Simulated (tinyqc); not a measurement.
UHF in the sto-3g basis, for H6, spin multiplicity 1, step by step (part 2 of 3). This run ends on a higher stationary point, not on the lowest solution. Computed by tinyqc, a small Python program that keeps every step (integrals from PySCF). Command: `OMP_NUM_THREADS=1 python tinyqc.py 20304 20305 out.jsonl` (the two numbers bound the seeds that draw the settings). One thread of a shared host (Intel(R) Xeon(R) Processor @ 2.60GHz), about 0.2 s of CPU time with the checks.

Geometry (angstrom):
```
atom         x         y         z
H     0.000000  0.000000  0.000000
H     0.000000  0.000000  1.281000
H     0.000000  0.000000  2.844000
H     0.000000  0.000000  4.125000
H     0.000000  0.000000  5.689000
H     0.000000  0.000000  6.970000
```

## Iteration 2: diagonalisation and new density

extrapolated F(alpha) (hartree), order 1H 1s, 2H 1s, 3H 1s, 4H 1s, 5H 1s, 6H 1s:
```
[[-0.191242, -0.364185, -0.036636, 0.011933, -0.000308, -0.004359],
 [-0.364185, -0.207369, -0.197552, -0.048761, -0.002058, 0.003028],
 [-0.036636, -0.197552, -0.237817, -0.352677, -0.041233, 0.014334],
 [0.011933, -0.048761, -0.352677, -0.153689, -0.198195, -0.051662],
 [-0.000308, -0.002058, -0.041233, -0.198195, -0.188976, -0.349441],
 [-0.004359, 0.003028, 0.014334, -0.051662, -0.349441, -0.152768]]
```

extrapolated F(beta) (hartree), order 1H 1s, 2H 1s, 3H 1s, 4H 1s, 5H 1s, 6H 1s:
```
[[-0.152691, -0.349417, -0.051720, 0.014350, 0.003029, -0.004354],
 [-0.349417, -0.189035, -0.198452, -0.041317, -0.002060, -0.000303],
 [-0.051720, -0.198452, -0.153750, -0.352693, -0.048684, 0.011913],
 [0.014350, -0.041317, -0.352693, -0.237746, -0.197246, -0.036570],
 [0.003029, -0.002060, -0.048684, -0.197246, -0.207388, -0.364238],
 [-0.004354, -0.000303, 0.011913, -0.036570, -0.364238, -0.191267]]
```

X, order 1H 1s, 2H 1s, 3H 1s, 4H 1s, 5H 1s, 6H 1s:
```
[[1.050873, -0.193385, 0.022229, -0.004021, 0.000498, -0.000095],
 [-0.193385, 1.075314, -0.135461, 0.022836, -0.002684, 0.000499],
 [0.022229, -0.135461, 1.076415, -0.198448, 0.022811, -0.004019],
 [-0.004021, 0.022836, -0.198448, 1.076341, -0.135253, 0.022203],
 [0.000498, -0.002684, 0.022811, -0.135253, 1.075238, -0.193372],
 [-0.000095, 0.000499, -0.004019, 0.022203, -0.193372, 1.050870]]
```

Diagonalise F' = X^T F X, C = X C', fill 3 alpha and 3 beta electrons from the bottom; D(s) = C_occ C_occ^T. Each column has its largest component positive (the first on a tie).

F' = X^T F X (alpha) (hartree):
```
[[-0.071174, -0.346615, 0.036660, 0.009121, -0.000398, -0.004842],
 [-0.346615, -0.044591, -0.183525, 0.023851, -0.003790, 0.002556],
 [0.036660, -0.183525, -0.079964, -0.343825, 0.031983, 0.013071],
 [0.009121, 0.023851, -0.343825, 0.013913, -0.196588, 0.020751],
 [-0.000398, -0.003790, 0.031983, -0.196588, -0.026845, -0.339110],
 [-0.004842, 0.002556, 0.013071, 0.020751, -0.339110, -0.034660]]
```

orbital energies (alpha) (hartree): [-0.484399, -0.411479, -0.318312, 0.158835, 0.322209, 0.489825]

coefficients C (alpha), order 1H 1s, 2H 1s, 3H 1s, 4H 1s, 5H 1s, 6H 1s:
```
[[0.278065, -0.401577, -0.399914, 0.493741, -0.622730, -0.334896],
 [0.380059, -0.397176, -0.231755, -0.344245, 0.696311, 0.503307],
 [0.448099, 0.002201, 0.494689, -0.481609, -0.248223, -0.691631],
 [0.363523, 0.204619, 0.347917, 0.563124, -0.130904, 0.766752],
 [0.248066, 0.454523, -0.320045, 0.317705, 0.601788, -0.615393],
 [0.158584, 0.392899, -0.420139, -0.545299, -0.565381, 0.411325]]
```

F' = X^T F X (beta) (hartree):
```
[[-0.034580, -0.339113, 0.020796, 0.013092, 0.002557, -0.004838],
 [-0.339113, -0.026783, -0.196849, 0.032003, -0.003789, -0.000393],
 [0.020796, -0.196849, 0.013986, -0.343845, 0.023820, 0.009095],
 [0.013092, 0.032003, -0.343845, -0.080015, -0.183222, 0.036619],
 [0.002557, -0.003789, 0.023820, -0.183222, -0.044737, -0.346636],
 [-0.004838, -0.000393, 0.009095, 0.036619, -0.346636, -0.071189]]
```

orbital energies (beta) (hartree): [-0.484376, -0.411534, -0.318315, 0.158864, 0.322165, 0.489879]

coefficients C (beta), order 1H 1s, 2H 1s, 3H 1s, 4H 1s, 5H 1s, 6H 1s:
```
[[0.158838, 0.392209, -0.420623, -0.545670, -0.564532, 0.412078],
 [0.248528, 0.453963, -0.320531, 0.317864, 0.600713, -0.616517],
 [0.363722, 0.204676, 0.347634, 0.562858, -0.130086, 0.767244],
 [0.447923, 0.002394, 0.494921, -0.481823, -0.248855, -0.691047],
 [0.379779, -0.397815, -0.231299, -0.344095, 0.697128, 0.501969],
 [0.277943, -0.402218, -0.399216, 0.493429, -0.623530, -0.334011]]
```

D(alpha) after iteration 2, order 1H 1s, 2H 1s, 3H 1s, 4H 1s, 5H 1s, 6H 1s:
```
[[0.398515, 0.357859, -0.074116, -0.120224, 0.014443, 0.054337],
 [0.357859, 0.355904, 0.054783, -0.023741, -0.012074, 0.001590],
 [-0.074116, 0.054783, 0.445515, 0.335455, -0.046165, -0.135913],
 [-0.120224, -0.023741, 0.335455, 0.295064, 0.071833, -0.008130],
 [0.014443, -0.012074, -0.046165, 0.071833, 0.370556, 0.352384],
 [0.054337, 0.001590, -0.135913, -0.008130, 0.352384, 0.356036]]
```

D(beta) after iteration 2, order 1H 1s, 2H 1s, 3H 1s, 4H 1s, 5H 1s, 6H 1s:
```
[[0.355981, 0.352347, -0.008174, -0.136089, 0.001587, 0.054314],
 [0.352347, 0.370588, 0.071883, -0.046229, -0.012069, 0.014445],
 [-0.008174, 0.071883, 0.295035, 0.335461, -0.023697, -0.120011],
 [-0.136089, -0.046229, 0.335461, 0.445588, 0.054685, -0.074046],
 [0.001587, -0.012069, -0.023697, 0.054685, 0.355988, 0.357904],
 [0.054314, 0.014445, -0.120011, -0.074046, 0.357904, 0.398405]]
```

## Iteration 3: building the Fock matrix

core Hamiltonian H = T + V (hartree), order 1H 1s, 2H 1s, 3H 1s, 4H 1s, 5H 1s, 6H 1s:
```
[[-1.358811, -0.658113, -0.055566, -0.003282, -0.000038, 0.000000],
 [-0.658113, -1.612175, -0.476126, -0.057738, -0.001639, -0.000038],
 [-0.055566, -0.476126, -1.713365, -0.730457, -0.057619, -0.003273],
 [-0.003282, -0.057738, -0.730457, -1.713185, -0.475369, -0.055451],
 [-0.000038, -0.001639, -0.057619, -0.475369, -1.611899, -0.658058],
 [0.000000, -0.000038, -0.003273, -0.055451, -0.658058, -1.358714]]
```

nuclear repulsion = 3.29889182 hartree

Given earlier and not repeated: Two-electron integrals (ij|kl) in chemists' order.

J_ij = sum D_kl (ij|kl) with D = D(alpha) + D(beta), K_ij = sum D_kl (ik|jl) for each spin; F = H + J - K(s); E = tr D H + tr D J / 2 - 0.5 sum_s tr D(s) K(s) + E_nn.

Coulomb J (hartree), order 1H 1s, 2H 1s, 3H 1s, 4H 1s, 5H 1s, 6H 1s:
```
[[1.643868, 0.603433, 0.043210, 0.002186, 0.000020, 0.000000],
 [0.603433, 1.886576, 0.424299, 0.045308, 0.001065, 0.000020],
 [0.043210, 0.424299, 1.984784, 0.673150, 0.045209, 0.002180],
 [0.002186, 0.045308, 0.673150, 1.984637, 0.423596, 0.043116],
 [0.000020, 0.001065, 0.045209, 0.423596, 1.886331, 0.603381],
 [0.000000, 0.000020, 0.002180, 0.043116, 0.603381, 1.643765]]
```

exchange K(alpha) (hartree), order 1H 1s, 2H 1s, 3H 1s, 4H 1s, 5H 1s, 6H 1s:
```
[[0.475828, 0.315934, 0.027276, -0.013241, -0.000780, 0.003797],
 [0.315934, 0.470498, 0.140754, 0.034281, 0.000056, -0.002162],
 [0.027276, 0.140754, 0.522723, 0.306045, 0.029334, -0.013157],
 [-0.013241, 0.034281, 0.306045, 0.421692, 0.133631, 0.037881],
 [-0.000780, 0.000056, 0.029334, 0.133631, 0.479648, 0.312335],
 [0.003797, -0.002162, -0.013157, 0.037881, 0.312335, 0.443127]]
```

exchange K(beta) (hartree), order 1H 1s, 2H 1s, 3H 1s, 4H 1s, 5H 1s, 6H 1s:
```
[[0.443072, 0.312318, 0.037940, -0.013177, -0.002163, 0.003796],
 [0.312318, 0.479723, 0.133857, 0.029389, 0.000057, -0.000779],
 [0.037940, 0.133857, 0.421753, 0.306053, 0.034220, -0.013217],
 [-0.013177, 0.029389, 0.306053, 0.522703, 0.140510, 0.027223],
 [-0.002163, 0.000057, 0.034220, 0.140510, 0.470494, 0.315952],
 [0.003796, -0.000779, -0.013217, 0.027223, 0.315952, 0.475769]]
```

F(alpha) (hartree), order 1H 1s, 2H 1s, 3H 1s, 4H 1s, 5H 1s, 6H 1s:
```
[[-0.190771, -0.370614, -0.039632, 0.012145, 0.000762, -0.003798],
 [-0.370614, -0.196098, -0.192581, -0.046711, -0.000630, 0.002144],
 [-0.039632, -0.192581, -0.251304, -0.363353, -0.041743, 0.012064],
 [0.012145, -0.046711, -0.363353, -0.150240, -0.185403, -0.050217],
 [0.000762, -0.000630, -0.041743, -0.185403, -0.205216, -0.367012],
 [-0.003798, 0.002144, 0.012064, -0.050217, -0.367012, -0.158076]]
```

F(beta) (hartree), order 1H 1s, 2H 1s, 3H 1s, 4H 1s, 5H 1s, 6H 1s:
```
[[-0.158015, -0.366998, -0.050296, 0.012081, 0.002145, -0.003796],
 [-0.366998, -0.205323, -0.185684, -0.041819, -0.000631, 0.000762],
 [-0.050296, -0.185684, -0.150334, -0.363361, -0.046629, 0.012124],
 [0.012081, -0.041819, -0.363361, -0.251251, -0.192283, -0.039559],
 [0.002145, -0.000631, -0.046629, -0.192283, -0.196062, -0.370629],
 [-0.003796, 0.000762, 0.012124, -0.039559, -0.370629, -0.190719]]
```

total energy of this density = -2.93636762 hartree

## Iteration 3: DIIS over 3 matrices

error matrix X^T (FDS - SDF) X (alpha):
```
[[0.000000, -0.004784, -0.005762, -0.003128, 0.002550, 0.001668],
 [0.004784, 0.000000, 0.007399, 0.005480, -0.000994, -0.000656],
 [0.005762, -0.007399, 0.000000, -0.006006, -0.012062, -0.000142],
 [0.003128, -0.005480, 0.006006, 0.000000, 0.006267, 0.012459],
 [-0.002550, 0.000994, 0.012062, -0.006267, 0.000000, -0.006643],
 [-0.001668, 0.000656, 0.000142, -0.012459, 0.006643, 0.000000]]
```

B (overlaps of the stored error matrices):
```
[[4.4102829e-01, -6.8670546e-02, 8.1926673e-03],
 [-6.8670546e-02, 3.3885969e-02, 5.4823939e-03],
 [8.1926673e-03, 5.4823939e-03, 2.3250386e-03]]
```

Minimise |sum c_i e_i|^2 with sum c_i = 1: solve [B -1; -1 0][c; lambda] = [0; -1] with B_ij = tr e_i^T e_j summed over both spins, and take F = sum c_i F_i.

DIIS coefficients: [-0.091587, -0.415358, 1.506945]

extrapolated F(alpha) (hartree), order 1H 1s, 2H 1s, 3H 1s, 4H 1s, 5H 1s, 6H 1s:
```
[[-0.190150, -0.373989, -0.041135, 0.012271, 0.001364, -0.003503],
 [-0.373989, -0.190550, -0.190347, -0.045899, 0.000097, 0.001738],
 [-0.041135, -0.190347, -0.259863, -0.369499, -0.042283, 0.010911],
 [0.012271, -0.045899, -0.369499, -0.150086, -0.178961, -0.049438],
 [0.001364, 0.000097, -0.042283, -0.178961, -0.214100, -0.376413],
 [-0.003503, 0.001738, 0.010911, -0.049438, -0.376413, -0.160745]]
```

extrapolated F(beta) (hartree), order 1H 1s, 2H 1s, 3H 1s, 4H 1s, 5H 1s, 6H 1s:
```
[[-0.160692, -0.376404, -0.049528, 0.010928, 0.001739, -0.003504],
 [-0.376404, -0.214232, -0.179255, -0.042354, 0.000096, 0.001360],
 [-0.049528, -0.179255, -0.150198, -0.369503, -0.045815, 0.012250],
 [0.010928, -0.042354, -0.369503, -0.259819, -0.190053, -0.041058],
 [0.001739, 0.000096, -0.045815, -0.190053, -0.190485, -0.373984],
 [-0.003504, 0.001360, 0.012250, -0.041058, -0.373984, -0.190058]]
```

## Iteration 3: diagonalisation and new density

As before.

F' = X^T F X (alpha) (hartree):
```
[[-0.065632, -0.360728, 0.031636, 0.009337, 0.000687, -0.003968],
 [-0.360728, -0.023536, -0.175247, 0.027452, -0.001295, 0.001113],
 [0.031636, -0.175247, -0.100191, -0.358980, 0.028799, 0.009093],
 [0.009337, 0.027452, -0.358980, 0.018646, -0.173259, 0.023160],
 [0.000687, -0.001295, 0.028799, -0.173259, -0.050326, -0.363210],
 [-0.003968, 0.001113, 0.009093, 0.023160, -0.363210, -0.033479]]
```

orbital energies (alpha) (hartree): [-0.492706, -0.427164, -0.342763, 0.180954, 0.338590, 0.488571]

coefficients C (alpha), order 1H 1s, 2H 1s, 3H 1s, 4H 1s, 5H 1s, 6H 1s:
```
[[0.245462, -0.378794, -0.446522, 0.474957, -0.612023, -0.372785],
 [0.321401, -0.384613, -0.306486, -0.330259, 0.679170, 0.545045],
 [0.473997, -0.089110, 0.477614, -0.495002, -0.188425, -0.690051],
 [0.369537, 0.094932, 0.372790, 0.583847, -0.159335, 0.752602],
 [0.279412, 0.482482, -0.280948, 0.324812, 0.618469, -0.578405],
 [0.198220, 0.427757, -0.348853, -0.531919, -0.590889, 0.407647]]
```

F' = X^T F X (beta) (hartree):
```
[[-0.033422, -0.363208, 0.023180, 0.009118, 0.001112, -0.003968],
 [-0.363208, -0.050344, -0.173535, 0.028836, -0.001297, 0.000685],
 [0.023180, -0.173535, 0.018655, -0.358973, 0.027427, 0.009308],
 [0.009118, 0.028836, -0.358973, -0.100268, -0.174967, 0.031603],
 [0.001112, -0.001297, 0.027427, -0.174967, -0.023600, -0.360725],
 [-0.003968, 0.000685, 0.009308, 0.031603, -0.360725, -0.065537]]
```

orbital energies (beta) (hartree): [-0.492692, -0.427161, -0.342769, 0.180942, 0.338587, 0.488574]

coefficients C (beta), order 1H 1s, 2H 1s, 3H 1s, 4H 1s, 5H 1s, 6H 1s:
```
[[0.198844, 0.427079, -0.349186, -0.532471, -0.589982, 0.408377],
 [0.280327, 0.481812, -0.281309, 0.325046, 0.617479, -0.579466],
 [0.369865, 0.094467, 0.372572, 0.583624, -0.158901, 0.753014],
 [0.473804, -0.089810, 0.477740, -0.495322, -0.188745, -0.689533],
 [0.320627, -0.385470, -0.306381, -0.329811, 0.680038, 0.543935],
 [0.244804, -0.379494, -0.446148, 0.474439, -0.612932, -0.372103]]
```

D(alpha) after iteration 3, order 1H 1s, 2H 1s, 3H 1s, 4H 1s, 5H 1s, 6H 1s:
```
[[0.403118, 0.361433, -0.063162, -0.111711, 0.011273, 0.042394],
 [0.361433, 0.345159, 0.040234, -0.031997, -0.009659, 0.006106],
 [-0.063162, 0.040234, 0.460729, 0.344750, -0.044738, -0.110779],
 [-0.111711, -0.031997, 0.344750, 0.284542, 0.044321, -0.016192],
 [0.011273, -0.009659, -0.044738, 0.044321, 0.389792, 0.359779],
 [0.042394, 0.006106, -0.110779, -0.016192, 0.359779, 0.343965]]
```

D(beta) after iteration 3, order 1H 1s, 2H 1s, 3H 1s, 4H 1s, 5H 1s, 6H 1s:
```
[[0.343866, 0.359742, -0.016206, -0.110963, 0.006113, 0.042393],
 [0.359742, 0.389861, 0.044391, -0.044844, -0.009656, 0.011286],
 [-0.016206, 0.044391, 0.284534, 0.344752, -0.031974, -0.111527],
 [-0.110963, -0.044844, 0.344752, 0.460791, 0.040163, -0.063071],
 [0.006113, -0.009656, -0.031974, 0.040163, 0.345258, 0.361465],
 [0.042393, 0.011286, -0.111527, -0.063071, 0.361465, 0.402992]]
```

## Iteration 19 (converged): orbitals

converged F(alpha) (hartree), order 1H 1s, 2H 1s, 3H 1s, 4H 1s, 5H 1s, 6H 1s:
```
[[-0.175012, -0.370826, -0.044587, 0.010698, 0.001304, -0.003027],
 [-0.370826, -0.199836, -0.182870, -0.043824, -0.000991, 0.001304],
 [-0.044587, -0.182870, -0.200358, -0.368389, -0.043744, 0.010684],
 [0.010698, -0.043824, -0.368389, -0.200409, -0.182611, -0.044505],
 [0.001304, -0.000991, -0.043744, -0.182611, -0.199844, -0.370834],
 [-0.003027, 0.001304, 0.010684, -0.044505, -0.370834, -0.174937]]
```

converged F(beta) (hartree), order 1H 1s, 2H 1s, 3H 1s, 4H 1s, 5H 1s, 6H 1s:
```
[[-0.174943, -0.370825, -0.044582, 0.010702, 0.001305, -0.003027],
 [-0.370825, -0.199911, -0.182895, -0.043822, -0.000991, 0.001303],
 [-0.044582, -0.182895, -0.200480, -0.368389, -0.043747, 0.010680],
 [0.010702, -0.043822, -0.368389, -0.200286, -0.182585, -0.044510],
 [0.001305, -0.000991, -0.043747, -0.182585, -0.199759, -0.370835],
 [-0.003027, 0.001303, 0.010680, -0.044510, -0.370835, -0.175017]]
```

As before.

F' = X^T F X (alpha) (hartree):
```
[[-0.050728, -0.357531, 0.027580, 0.008167, 0.000879, -0.003427],
 [-0.357531, -0.036203, -0.173204, 0.028530, -0.002492, 0.000880],
 [0.027580, -0.173204, -0.036119, -0.359590, 0.028505, 0.008144],
 [0.008167, 0.028530, -0.359590, -0.036299, -0.172932, 0.027557],
 [0.000879, -0.002492, 0.028505, -0.172932, -0.036335, -0.357528],
 [-0.003427, 0.000880, 0.008144, 0.027557, -0.357528, -0.050648]]
```

orbital energies (alpha) (hartree): [-0.485692, -0.421777, -0.336101, 0.176390, 0.333118, 0.487731]

coefficients C (alpha), order 1H 1s, 2H 1s, 3H 1s, 4H 1s, 5H 1s, 6H 1s:
```
[[0.228965, -0.407135, -0.395366, 0.506484, -0.601435, 0.386644],
 [0.307653, -0.432885, -0.290301, -0.333280, 0.648684, -0.560709],
 [0.415723, -0.091002, 0.434236, -0.537297, -0.174116, 0.727158],
 [0.415623, 0.091303, 0.434518, 0.537497, -0.174660, -0.726583],
 [0.307105, 0.433549, -0.290121, 0.332863, 0.649708, 0.559449],
 [0.228494, 0.407630, -0.394971, -0.505954, -0.602486, -0.385846]]
```

F' = X^T F X (beta) (hartree):
```
[[-0.050655, -0.357530, 0.027588, 0.008168, 0.000880, -0.003427],
 [-0.357530, -0.036281, -0.173206, 0.028535, -0.002492, 0.000879],
 [0.027588, -0.173206, -0.036250, -0.359590, 0.028499, 0.008143],
 [0.008168, 0.028535, -0.359590, -0.036168, -0.172930, 0.027550],
 [0.000880, -0.002492, 0.028499, -0.172930, -0.036244, -0.357529],
 [-0.003427, 0.000879, 0.008143, 0.027550, -0.357529, -0.050734]]
```

orbital energies (beta) (hartree): [-0.485691, -0.421777, -0.336102, 0.176389, 0.333118, 0.487732]

coefficients C (beta), order 1H 1s, 2H 1s, 3H 1s, 4H 1s, 5H 1s, 6H 1s:
```
[[0.229044, -0.406912, -0.395423, 0.506442, -0.601585, 0.386595],
 [0.307841, -0.432775, -0.290449, -0.333172, 0.648761, -0.560589],
 [0.415866, -0.090928, 0.434321, -0.537236, -0.174176, 0.727066],
 [0.415480, 0.091374, 0.434432, 0.537558, -0.174603, -0.726676],
 [0.306911, 0.433649, -0.289963, 0.332979, 0.649638, 0.559572],
 [0.228423, 0.407864, -0.394921, -0.505990, -0.602329, -0.385891]]
```

D(alpha) after iteration 19, order 1H 1s, 2H 1s, 3H 1s, 4H 1s, 5H 1s, 6H 1s:
```
[[0.374498, 0.361460, -0.039446, -0.113803, 0.008508, 0.042515],
 [0.361460, 0.366315, 0.041233, -0.037797, -0.008973, 0.008500],
 [-0.039446, 0.041233, 0.369668, 0.353158, -0.037764, -0.113615],
 [-0.113803, -0.037797, 0.353158, 0.369884, 0.041161, -0.039437],
 [0.008508, -0.008973, -0.037764, 0.041161, 0.366448, 0.361489],
 [0.042515, 0.008500, -0.113615, -0.039437, 0.361489, 0.374374]]
```

D(beta) after iteration 19, order 1H 1s, 2H 1s, 3H 1s, 4H 1s, 5H 1s, 6H 1s:
```
[[0.374398, 0.361461, -0.039489, -0.113802, 0.008497, 0.042515],
 [0.361461, 0.366421, 0.041224, -0.037823, -0.008973, 0.008509],
 [-0.039489, 0.041224, 0.369847, 0.353158, -0.037734, -0.113615],
 [-0.113802, -0.037823, 0.353158, 0.369704, 0.041171, -0.039393],
 [0.008497, -0.008973, -0.037734, 0.041171, 0.366324, 0.361488],
 [0.042515, 0.008509, -0.113615, -0.039393, 0.361488, 0.374492]]
```

## Convergence

Stop when the energy changes by less than 1e-09 hartree and every element of the error matrix X^T (F D S - S D F) X (for each spin) is below 9e-06.

Course of the cycle:
```
iteration  E (hartree)     change  largest element of the error matrix
1          -2.49599511          -                             2.11e-01
2          -2.91227062  -4.16e-01                             5.37e-02
3          -2.93636762  -2.41e-02                             1.25e-02
4          -2.93899502  -2.63e-03                             6.09e-03
5          -2.93943860  -4.44e-04                             6.71e-03
6          -2.93743553   2.00e-03                             7.85e-04
7          -2.93743917  -3.64e-06                             7.11e-04
8          -2.93744017  -1.01e-06                             6.25e-04
9          -2.93744104  -8.63e-07                             5.98e-04
10         -2.93744050   5.36e-07                             5.96e-04
11         -2.93740864   3.19e-05                             4.28e-04
12         -2.93737507   3.36e-05                             4.86e-05
13         -2.93737502   4.77e-08                             2.37e-05
14         -2.93737502   4.91e-09                             1.03e-05
15         -2.93737502  -7.93e-10                             1.08e-05
16         -2.93737502   2.61e-09                             9.42e-06
17         -2.93737501   1.84e-09                             7.52e-06
18         -2.93737501   1.00e-09                             2.05e-06
19         -2.93737501   1.14e-10                             1.52e-06
```

PySCF UHF in the same basis, after a stability check = -2.97647412 hartree

Converged in 19 iterations. But the solution lies 0.03910 hartree above the reference: it is another stationary point, not the lowest one. Reruns (cap 100 unless said): DIIS 8: converged in 13 to a higher stationary point; damping 0.5: converged in 94; level shift 0.5: converged in 72; atomic densities as start, DIIS 8: converged in 9 to a higher stationary point.
